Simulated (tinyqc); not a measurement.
From one set of inputs to another, one input at a time: Stoner model of a band magnet at zero temperature. Computed by tinyqc, a small Python program. Command: `OMP_NUM_THREADS=1 python tinyqc.py 3005813 3005814 out.jsonl stoner ladder`. One thread of a shared host (Intel(R) Xeon(R) Processor @ 2.30GHz), about 0.02 s of CPU time with the checks.

Five orbitals per spin share one band; u = (E - E_bottom)/W runs from 0 to 1, and the states per spin, atom and energy are g = 5 d(u)/W with d = (8/pi) sqrt(u (1 - u)). N(u) is the integral of d from 0. The moment m = n_up - n_down (electrons per atom) moves the fillings to n +/- m/10; the energy is E(m) = E_band(m) - I m^2/4.

The inputs printed are set A. Inputs not listed in the table keep their values of set A, so the rows need not describe a real material.

Inputs (values chosen for the exercise, for a model d band): band width W = 2.3 eV; filling n per spin orbital = 0.68; Stoner parameter I = 0.529 eV; start moment m0 = 0.87 mu_B; largest number of steps = 600.

Density of states: semi-elliptic.

Method. Solve N(u_F) = n; g_F = 5 d(u_F)/W; the Stoner product is I g_F. Split the bands by Delta = I m, find the common Fermi level that keeps 10 n electrons, and read m(out) = 5 [N(u + Delta/(2W)) - N(u - Delta/(2W))], N clipped to 0 and 1. Start from m0 (at most 0.9 m_max, m_max = 10 min(n, 1 - n)); stop when m changes by less than 1e-8; moments under 1e-5 count as 0.

Each row keeps all changes above it:
```
input moved                  from     to  Stoner product I g_F  moment m (mu_B)  g_F (1/eV)
set A                           -      -                1.4027              3.2      2.6517
band width W (eV)             2.3      6                0.5377              0.0      1.0165
Stoner parameter I (eV)     0.529  0.843                0.8569              0.0      1.0165
filling n per spin orbital   0.68   0.48                0.8940              0.0      1.0605
```

Where does the difference come from?

Stoner product I g_F goes from 1.40 to 0.894, a factor 0.637 in all. The largest single move comes from band width W (a factor 0.383), and Stoner parameter I works against it (a factor 1.59). Moment m goes from 3.20 to 0, -3.2 in all. The largest single move comes from band width W (-3.2). g_F goes from 2.65 to 1.06, a factor 0.400 in all. The largest single move comes from band width W (a factor 0.383). The single moves hold for this order of the switches; the total does not depend on the order.

Extremes, crossings and ranges named in words are read from the listed rows.
